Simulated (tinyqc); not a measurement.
Donors with valley-orbit split 1s states, step by step. Values are carried at full precision from step to step, so a last printed digit may differ when a step is redone from the rounded ones.

Each donor binds at most one electron, in any of its states. For a site s, W_s = sum over its states of g exp(E/kT), and the ionised share is 1/(1 + W_s exp(eta)), eta = (EF - Ec)/kT; n = Nc F_1/2(eta); neutrality n + NA = ND x (mean ionised share); holes are neglected. Nc from N = 2 (m kB T/(4 pi c))^(3/2) with c = hbar^2/2m0, in 1/angstrom^3; times 1e24 for 1/cm^3, m = md. F_j(eta) = (1/Gamma(j + 1)) integral_0^infinity x^j dx/(1 + exp(x - eta)), which tends to exp(eta) for eta << 0.

Constants: hbar^2/2m0 = 3.80998211 eV angstrom^2; kB = 8.617333262e-05 eV/K.

Values chosen for the exercise (near those of As in Si; the results hold for these values, not for the real material):

| symbol | value | unit | meaning |
|---|---|---|---|
| md | 1.077 | m0 | density-of-states mass of the conduction band |
| E | (55.4, 34.7, 32.2) | meV | binding energies of 1s(A1), 1s(T2), 1s(E) |
| g | (2, 6, 4) |  | their degeneracies with spin |
| T | 300 | K |  |
| ND | 1.6e+16 | 1/cm^3 | donors |
| NA | 0 | 1/cm^3 | compensating acceptors, all ionised |
| mu0 | 62 | cm^2/(V s) | mobility at heavy doping |
| mu1 | 1408 | cm^2/(V s) | mobility at light doping and 300 K |
| Nr | 8.9e+16 | 1/cm^3 | reference doping |
| de | 0.72 |  | doping exponent |
| ga | 2.3 |  | temperature exponent |

## Partition sums of the neutral donor

Give each term g exp(E/kT), W_s, and the effective degeneracy W_s exp(-E_ground/kT).

Nc = 2.8048e+19 1/cm^3

terms: 1s(A1) 17.05, 1s(T2) 22.97, 1s(E) 13.90

W_s: donor 53.915

effective degeneracy: donor 6.325

The ground state alone would give 2 and all states together 12; here the excited states hold 68 % of the bound electrons.

## Neutrality

Solve for eta.

eta = -7.498
n = 1.55e+16 1/cm^3

ionised share: donor 0.971

n is 0.971 of ND - NA.

## Mobility and resistivity

Mobility (Caughey-Thomas form): mu = mu0 + (mu1 (T/300)^(-ga) - mu0)/(1 + ((ND + NA)/Nr)^de); rho = 1/(e n mu), e = 1.602176634e-19 C.

Compare with full ionisation, n = ND - NA.

mu = 1104.9 cm^2/(V s)
rho = 0.364 ohm cm
rho at full ionisation = 0.353 ohm cm

Incomplete ionisation raises rho by a factor 1.03.

## Checks

- n at ND = 1e13 1/cm^3 against the root of n^2 = (Nc/W)(ND - n) (1/cm^3): both 1.000e+13.

Computed by tinyqc, a small Python program: `OMP_NUM_THREADS=1 python tinyqc.py 1681267 1681268 out.jsonl` (the numbers bound the seed that draws the inputs); one thread of a shared host (Intel(R) Xeon(R) Processor @ 2.30GHz), about 0.01 s for the whole set of steps.
